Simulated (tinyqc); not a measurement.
Worked calculation: Pariser-Parr-Pople SCF with singles CI, for the molecule Clc1cccc2ccoc12 (SMILES; centres numbered as the heavy atoms are written). Computed by tinyqc, a small Python program that keeps every step. Settings: charge = 0, gamma = Ohno, start = core, damping = 0, iteration cap = 69, excitations kept = 6. Command: `OMP_NUM_THREADS=1 python tinyqc.py 28382 28383 out.jsonl` (the two numbers bound the seeds that draw the settings). One thread of a shared host (Intel(R) Xeon(R) Processor @ 2.60GHz), about 0.02 s of CPU time with the checks. Later iterations appear only in the table of the cycle.

## PPP integrals

Centres (angstrom, eV; a flat drawing with bonds scaled to 1.40 angstrom):

| centre | x | y | core charge z | W | gamma_rr |
|---|---|---|---|---|---|
| 1Cl | -1.512000 | 2.186000 | 2 | 25.110000 | 11.420000 |
| 2C | -1.123000 | 0.841000 | 1 | 12.310000 | 11.290000 |
| 3C | -2.094000 | -0.168000 | 1 | 12.310000 | 11.290000 |
| 4C | -1.705000 | -1.513000 | 1 | 12.310000 | 11.290000 |
| 5C | -0.346000 | -1.849000 | 1 | 12.310000 | 11.290000 |
| 6C | 0.625000 | -0.840000 | 1 | 12.310000 | 11.290000 |
| 7C | 2.024000 | -0.886000 | 1 | 12.310000 | 11.290000 |
| 8C | 2.500000 | 0.431000 | 1 | 12.310000 | 11.290000 |
| 9O | 1.395000 | 1.291000 | 2 | 35.100000 | 23.410000 |
| 10C | 0.236000 | 0.505000 | 1 | 12.310000 | 11.290000 |

Resonance integrals (eV):

| i | j | beta |
|---|---|---|
| 1 | 2 | -1.680000 |
| 2 | 3 | -2.390000 |
| 3 | 4 | -2.390000 |
| 4 | 5 | -2.390000 |
| 5 | 6 | -2.390000 |
| 6 | 7 | -2.390000 |
| 7 | 8 | -2.390000 |
| 8 | 9 | -2.170000 |
| 9 | 10 | -2.170000 |
| 10 | 2 | -2.390000 |
| 10 | 6 | -2.390000 |

Ohno: gamma = 14.399645/sqrt(R^2 + a^2), a = 2 x 14.399645/(gamma_rr + gamma_ss); H_rr = -W_r - sum_(s != r) z_s gamma_rs; H_rs = beta for bonds.

repulsion gamma_rs (eV), lower triangle:
```
           1Cl         2C         3C         4C         5C         6C         7C         8C
1Cl  11.420000
2C    7.622695  11.290000
3C    5.262148   7.602328  11.290000
4C    3.677976   5.255635   7.602938  11.290000
5C    3.282074   4.680106   5.255206   7.603541  11.290000
6C    3.677545   5.255206   4.678941   5.255009   7.602328  11.290000
7C    2.967351   3.779855   3.294830   3.608344   5.037490   7.604029  11.290000
8C    3.158521   3.727807   2.996652   2.996813   3.727321   5.539228   7.602176  11.290000
9O    4.568356   5.354678   3.719135   3.378929   3.907598   5.967369   5.966903   8.846561
10C   5.261718   7.603541   5.255009   4.680112   5.255635   7.602938   5.538917   5.539184

            9O        10C
9O   23.410000
10C   8.845807  11.290000
```

core matrix H (eV), lower triangle:
```
            1Cl          2C          3C          4C          5C          6C          7C          8C
1Cl  -69.156741
2C    -1.680000  -76.169224
3C     0.000000   -2.390000  -66.958471
4C     0.000000    0.000000   -2.390000  -63.426203
5C     0.000000    0.000000    0.000000   -2.390000  -65.850972
6C     0.000000    0.000000    0.000000    0.000000   -2.390000  -75.137506
7C     0.000000    0.000000    0.000000    0.000000    0.000000   -2.390000  -66.644149
8C     0.000000    0.000000    0.000000    0.000000    0.000000    0.000000   -2.390000  -68.449346
9O     0.000000    0.000000    0.000000    0.000000    0.000000    0.000000    0.000000   -2.170000
10C    0.000000   -2.390000    0.000000    0.000000    0.000000   -2.390000    0.000000    0.000000

             9O         10C
9O   -90.223693
10C   -2.170000  -82.000385
```

## Starting guess

pi electrons, sum of z_r less the charge = 12

Orbitals of the core matrix H.

P at the start, lower triangle:
```
           1Cl         2C         3C         4C         5C         6C         7C        8C
1Cl   1.704567
2C    0.223480   1.807692
3C   -0.526904   0.523460   0.378523
4C   -0.340160   0.127159   0.181044   0.107264
5C   -0.199319   0.042728   0.123472   0.101390   0.188526
6C    0.094503  -0.041920   0.020289   0.101868   0.472129   1.801890
7C   -0.010314   0.021369  -0.042314  -0.054404  -0.036671   0.308032   0.651459
8C   -0.090325   0.042022  -0.058890  -0.107602  -0.206332  -0.127943   0.877848  1.377612
9O    0.014448  -0.008238   0.014836   0.016887   0.028026   0.006592  -0.071414  0.053655
10C  -0.056318   0.040475  -0.090643  -0.053733  -0.082593   0.035949  -0.035497  0.000537

           9O       10C
9O   1.995193
10C  0.001470  1.987274
```

## Iteration 1: Fock matrix

F_rr = H_rr + P_rr gamma_rr / 2 + sum_(s != r) P_ss gamma_rs; F_rs = H_rs - P_rs gamma_rs / 2; E = tr P (H + F) / 2 + core repulsion sum_(r<s) z_r z_s gamma_rs.

F (eV), lower triangle:
```
            1Cl         2C         3C          4C         5C         6C         7C         8C
1Cl  -10.156981
2C    -2.531761  -5.786557
3C     1.386324  -4.379756  -7.733949
4C     0.625551  -0.334149  -3.078235  -10.749055
5C     0.327091  -0.099986  -0.324434   -2.775463  -7.571354
6C    -0.173769   0.110148  -0.047466   -0.267659  -4.184641  -5.829632
7C     0.015303  -0.040386   0.069709    0.098155   0.092364  -3.561142  -1.404949
8C     0.142647  -0.078325   0.088236    0.161231   0.384532   0.354354  -5.726778  -2.799584
9O    -0.033002   0.022055  -0.027588   -0.028531  -0.054758  -0.019667   0.213061  -2.407332
10C    0.148166  -2.543876   0.238164    0.125739   0.217040  -2.526661   0.098307  -0.001486

            9O        10C
9O   -2.490482
10C  -2.176500  -1.998468
```

pi energy = -174.691902 eV

## Iteration 1: orbitals and new P

Diagonalise F (the basis is taken as orthonormal) and form P = 2 sum c c over the lowest orbitals.

orbital energies (eV): -14.965220  -11.680868  -11.289250  -9.157125  -7.409997  -4.497203  -3.145248  -1.486740  2.132181  4.978459

P after iteration 1, lower triangle:
```
           1Cl         2C         3C         4C         5C        6C         7C         8C
1Cl   1.865108
2C    0.361438   1.008938
3C   -0.288792   0.762191   1.375344
4C    0.065422  -0.138180   0.155665   1.866511
5C    0.013840  -0.108118   0.006550   0.270805   1.140764
6C   -0.029414   0.104324  -0.062988  -0.217154   0.836465  1.008207
7C    0.050738  -0.084500   0.126981  -0.081070   0.023972  0.352088   0.899304
8C    0.020741  -0.083666   0.045219   0.101356  -0.327259  0.089996   0.887710   1.044932
9O   -0.115243   0.164568  -0.328532   0.252574  -0.292324  0.061577   0.011725   0.261895
10C  -0.126206   0.453274  -0.201088  -0.020574  -0.046110  0.318637  -0.211521  -0.080104

           9O       10C
9O   0.783074
10C  0.763466  1.007818
```

## Iteration 2: Fock matrix

As before.

F (eV), lower triangle:
```
            1Cl         2C         3C         4C         5C         6C         7C          8C
1Cl  -14.412896
2C    -3.057567  -6.203231
3C     0.759833  -5.287214  -2.503840
4C    -0.120309   0.363112  -2.981757  -2.559559
5C    -0.022712   0.253003  -0.017210  -3.419537  -2.701774
6C     0.054086  -0.274123   0.147359   0.570573  -5.569541  -7.407115
7C    -0.075279   0.159699  -0.209191   0.146265  -0.060380  -3.728644  -9.341442
8C    -0.032756   0.155944  -0.067752  -0.151872   0.609900  -0.249253  -5.764265  -14.000234
9O     0.263235  -0.440604   0.610928  -0.426716   0.571142  -0.183727  -0.034981   -3.328437
10C    0.332031  -4.113244   0.528358   0.048145   0.121168  -3.601290   0.585798    0.221855

             9O         10C
9O   -21.713829
10C   -5.546737  -11.506216
```

pi energy = -185.369634 eV

## Iteration 2: orbitals and new P

As before.

orbital energies (eV): -25.498919  -17.763737  -15.818279  -14.097024  -10.061257  -7.817528  -5.135197  -2.390857  1.910761  4.321900

P after iteration 2, lower triangle:
```
           1Cl         2C         3C         4C         5C         6C         7C         8C
1Cl   1.942259
2C    0.231757   1.067240
3C   -0.179551   0.744254   0.877234
4C   -0.064126   0.229894   0.552088   0.589718
5C    0.021321  -0.083899   0.191631   0.465238   0.742569
6C    0.028192  -0.131493  -0.143813   0.125988   0.705114   1.143420
7C    0.033228  -0.085926  -0.063404  -0.019552   0.182305   0.489740   0.785402
8C   -0.035857   0.111130   0.108181  -0.084567  -0.289812  -0.153897   0.800223   1.426314
9O    0.036287  -0.135965  -0.048829   0.208175   0.085734  -0.065989  -0.166189   0.152761
10C  -0.130880   0.521971  -0.135880  -0.432106  -0.226507   0.399650  -0.000979  -0.119991

           9O       10C
9O   1.920520
10C  0.156396  1.505325
```

## Iteration 3: Fock matrix

As before.

F (eV), lower triangle:
```
            1Cl         2C         3C         4C         5C         6C         7C         8C
1Cl  -12.974131
2C    -2.563308  -6.071541
3C     0.472411  -5.219030  -8.021486
4C     0.117927  -0.604119  -4.488744  -8.377462
5C    -0.034989   0.196328  -0.503531  -4.158726  -7.814251
6C    -0.051839   0.345510   0.336446  -0.331035  -5.070253  -6.304601
7C    -0.049299   0.162395   0.104453   0.035276  -0.459179  -4.252000  -4.319144
8C     0.056628  -0.207135  -0.162091   0.126715   0.540111   0.426236  -5.431720  -5.488149
9O    -0.082886   0.364025   0.090801  -0.351703  -0.167507   0.196891   0.495816  -2.845704
10C    0.344327  -4.374414   0.357026   1.011151   0.595219  -3.909258   0.002712   0.332327

            9O        10C
9O   -7.556114
10C  -2.861725  -5.963129
```

pi energy = -197.738907 eV

## Iteration 3: orbitals and new P

As before.

orbital energies (eV): -16.613117  -14.175810  -13.412423  -11.753960  -9.954952  -8.090356  -2.377682  -1.568161  1.917225  3.139229

P after iteration 3, lower triangle:
```
           1Cl         2C         3C         4C         5C         6C         7C         8C
1Cl   1.943735
2C    0.241107   0.957013
3C   -0.161455   0.711889   1.090227
4C   -0.007200  -0.022947   0.597004   1.063518
5C    0.082173  -0.263711  -0.065055   0.650228   1.043281
6C   -0.035312   0.073235  -0.208052  -0.075047   0.656920   1.041813
7C   -0.001474   0.012020   0.057819  -0.127242   0.027011   0.460718   1.008125
8C    0.018054  -0.054550   0.135443   0.023459  -0.242295  -0.049032   0.832585   1.124662
9O    0.026623  -0.132587  -0.182717   0.251914   0.057966  -0.205624  -0.253108   0.413832
10C  -0.126791   0.580604  -0.000782  -0.361030  -0.021475   0.504215  -0.100008  -0.191566

           9O       10C
9O   1.630995
10C  0.453596  1.096631
```

## Convergence

Stop when output and input P, before any damping, agree to 1e-7.

Course of the cycle:

| iteration | E (eV) | largest \|P(out) - P(in)\| |
|---|---|---|
| 1 | -174.69190172 | 1.76e+00 |
| 2 | -185.36963427 | 1.28e+00 |
| 3 | -197.73890723 | 4.74e-01 |
| 4 | -203.13527211 | 9.99e-02 |
| 5 | -203.58654940 | 2.89e-02 |
| 6 | -203.63688895 | 1.28e-02 |
| 7 | -203.64673462 | 7.05e-03 |
| 8 | -203.64927290 | 4.09e-03 |
| 9 | -203.65010484 | 2.49e-03 |
| 10 | -203.65042226 | 1.56e-03 |
| 11 | -203.65055316 | 1.00e-03 |
| ... | ... | ... |
| 24 | -203.65065258 | 4.98e-06 |
| 25 | -203.65065258 | 3.32e-06 |
| 26 | -203.65065258 | 2.22e-06 |
| 27 | -203.65065258 | 1.48e-06 |
| 28 | -203.65065258 | 9.85e-07 |
| 29 | -203.65065258 | 6.57e-07 |
| 30 | -203.65065258 | 4.38e-07 |
| 31 | -203.65065258 | 2.92e-07 |
| 32 | -203.65065258 | 1.95e-07 |
| 33 | -203.65065258 | 1.30e-07 |
| 34 | -203.65065258 | 8.66e-08 |

Converged in 34 iterations.

## Converged orbitals

Charges are z - P_rr.

orbital energies (eV): -17.471185  -15.335932  -14.304263  -12.919027  -11.819473  -10.754808  -1.321302  -0.499252  0.831691  2.921202

coefficients:
```
          MO1        MO2        MO3        MO4        MO5        MO6        MO7        MO8
1Cl  0.141791   0.604910   0.566004   0.434015  -0.106016   0.267168  -0.100154   0.060245
2C   0.263281   0.421931   0.076199  -0.242048   0.109973  -0.426322   0.416987  -0.274261
3C   0.140161   0.343702  -0.184001  -0.328708  -0.347083  -0.344426  -0.393393  -0.237646
4C   0.105636   0.252487  -0.389536  -0.140311  -0.455093   0.222001  -0.088271   0.557324
5C   0.148290   0.157494  -0.457616   0.121917  -0.097740   0.473477   0.443016  -0.334624
6C   0.297396   0.075977  -0.384660   0.316082   0.398169   0.095124  -0.278496  -0.251644
7C   0.231292  -0.108092  -0.190119   0.525302  -0.064519  -0.388432  -0.312556   0.049301
8C   0.343608  -0.284902   0.054870   0.320616  -0.396181  -0.293352   0.471567   0.145422
9O   0.617677  -0.378947   0.301668  -0.292980  -0.190552   0.328860  -0.229936  -0.245152
10C  0.465029   0.084532  -0.026525  -0.214388   0.532510  -0.025390   0.082342   0.543222

           MO9       MO10
1Cl  -0.073644  -0.059567
2C    0.361770   0.338295
3C   -0.388925  -0.344567
4C    0.185707   0.379977
5C    0.102513  -0.420059
6C   -0.342075   0.482104
7C    0.549099  -0.257019
8C   -0.449263   0.081142
9O    0.186754   0.075683
10C  -0.110458  -0.362842
```

pi charges: 1Cl 0.045264, 2C -0.011163, 3C -0.037554, 4C -0.005457, 5C -0.009609, 6C -0.019351, 7C -0.064619, 8C -0.096111, 9O 0.307149, 10C -0.108549

## Singles CI, singlets

Over the 6 single excitations with the smallest orbital gaps: A = (e_a - e_i) delta + 2 (ia|jb) - (ij|ab), with (pq|rs) = sum c_mp c_mq gamma_mn c_nr c_ns. f = 2/3 w |mu|^2 in atomic units, mu = sqrt2 sum c_ia sum_m c_mi c_ma R_m.

singlet CI matrix (eV), lower triangle:
```
           6>7        6>8       5>7        5>8        6>9       4>7
6>7   5.340892
6>8   0.048932   5.613960
5>7  -0.018871   0.789124  5.746146
5>8  -1.006294  -0.031221  0.019709   6.472163
6>9  -0.227690   0.023416  0.403872  -0.162464   6.887763
4>7   0.010370   0.296364  0.047338   0.030192  -0.306262  6.845635
```

singlet excitation energies (eV): 4.713955  4.843904  6.138540  6.899950  7.059119  7.251092

oscillator strengths: 0.179067  0.003712  0.600691  0.848447  1.086055  0.134398

## Singles CI, triplets

Over the 6 single excitations with the smallest orbital gaps: A = (e_a - e_i) delta - (ij|ab), with (pq|rs) = sum c_mp c_mq gamma_mn c_nr c_ns.

triplet CI matrix (eV), lower triangle:
```
           6>7        6>8        5>7        5>8        6>9       4>7
6>7   3.482741
6>8   0.019484   4.251059
5>7  -0.056915  -0.143722   4.522519
5>8  -0.143722   0.326034  -0.182948   4.747028
6>9  -0.189336   0.103425   0.238259  -0.021055   5.758023
4>7   0.209192   0.418923  -0.062814   0.089511  -1.344944  5.809143
```

triplet excitation energies (eV): 3.438789  3.866659  4.367369  4.667231  5.037948  7.192518
